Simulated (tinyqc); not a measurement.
# A double barrier with mass mismatch, transfer matrices: what changes with what

One electron of energy E comes from the left lead (band edge 0); no transverse momentum. Parabolic bands, masses in units of m0, C = hbar^2/(2 m0); psi and psi'/m are continuous at every interface. Barrier d1, well Lw, barrier d2; the right lead equals the left one.

Parameters, values chosen for the exercise; masses and offsets close to those of GaAs wells and AlGaAs barriers:

| symbol | value | unit | meaning |
|---|---|---|---|
| mL | 0.068 | m0 | mass in the left lead |
| U1 | 0.26 | eV | barrier height |
| m1 | 0.093 | m0 | barrier mass |
| d1 | 3.5 | nm | width of the first barrier |
| Lw | 8.3 | nm | well width (edge 0, mass mL) |
| d2 | 3.5 | nm | width of the second barrier |

Constants: q = 1.602176634e-19 C, hbar = 1.054571817e-34 J s, m0 = 9.1093837015e-31 kg, hbar^2/(2 m0) = 0.0380998212 eV nm^2. Results are converted to the units shown.

Each table varies one quantity; the others keep the values above.

## Resonance against the width of both barriers

Both barriers are given the width d1. For the pair (psi, psi'/m) a flat layer has M = [[cos kd, (m/k) sin kd], [-(k/m) sin kd, cos kd]] with k = sqrt(m (E - U)/C) above its edge U, and M = [[cosh Kd, (m/K) sinh Kd], [(K/m) sinh Kd, cosh Kd]] with K = sqrt(m (U - E)/C) below it. The matrices are multiplied with later layers to the left. With M acting on (psi, psi'/m) and v = k/m in each lead, T(E) = 4 vL vR/[(vL vR M12 - M21)^2 + (vR M11 + vL M22)^2]. The lowest resonance is the first maximum of T(E); its width is the full width at half maximum, and tau = hbar/width.

The same in every row: peak T(E) = 1.000.

Result of one run:

| d1 (nm) | E_r (eV) | width (meV) | tau (fs) |
|---|---|---|---|
| 5.6 | 0.03996 | 0.01757 | 3.746e4 |

What becomes of these results when the width of the first barrier d1 is changed from 5.6 to 6.3 nm, all else the same?

Result of the changed run:

| d1 (nm) | E_r (eV) | width (meV) | tau (fs) |
|---|---|---|---|
| 6.3 | 0.03997 | 0.006299 | 1.045e5 |

The whole series:

| d1 (nm) | E_r (eV) | width (meV) | tau (fs) |
|---|---|---|---|
| 2.1 | 0.03887 | 2.960 | 222.4 |
| 2.8 | 0.03957 | 1.060 | 620.8 |
| 3.5 | 0.03982 | 0.3808 | 1729 |
| 4.2 | 0.03992 | 0.1366 | 4817 |
| 4.9 | 0.03995 | 0.04901 | 1.343e4 |
| 5.6 | 0.03996 | 0.01757 | 3.746e4 |
| 6.3 | 0.03997 | 0.006299 | 1.045e5 |

The width falls from 2.96 to 0.00630 meV and tau rises from 222 to 1.04e5 fs, while the peak T(E) stays at 1 for this symmetric structure. Between the last two rows ln(width) falls by 1.47 a nanometre, against 2K = 1.47 1/nm at E_r.

## Transmission against energy

Same model as above.

The last column is exp(-2 sum K d) over the layers with U > E.

Results:

| E (eV) | T(E) | exp(-2 sum K d) |
|---|---|---|
| 0.021 | 2.337e-5 | 2.270e-5 |
| 0.061 | 3.455e-4 | 5.786e-5 |
| 0.102 | 7.475e-4 | 1.675e-4 |
| 0.143 | 0.02603 | 5.633e-4 |
| 0.183 | 0.01838 | 0.002312 |
| 0.224 | 0.01288 | 0.01576 |
| 0.265 | 0.03484 | 1.000 |
| 0.305 | 0.2827 | 1.000 |
| 0.346 | 0.6769 | 1.000 |
| 0.427 | 0.4149 | 1.000 |
| 0.468 | 0.7132 | 1.000 |

Estimate the missing row, E = 0.387 eV.

Computed row:

| E (eV) | T(E) | exp(-2 sum K d) |
|---|---|---|
| 0.387 | 0.3336 | 1.000 |

With this row back in the table: T(E) runs from 2.34e-5 at 0.021 eV to 0.713 at 0.468 eV; among the rows its largest value is 0.713 at 0.468 eV. Below the barriers it exceeds exp(-2 sum K d) by up to a factor of 46.2 (at 0.143 eV), which marks a resonance or miniband close to that energy.

Program tinyqc, `OMP_NUM_THREADS=1 python tinyqc.py 2560022 2560023 out.jsonl`; Intel Xeon 2.30GHz, shared host, one thread, about 0.03 s.
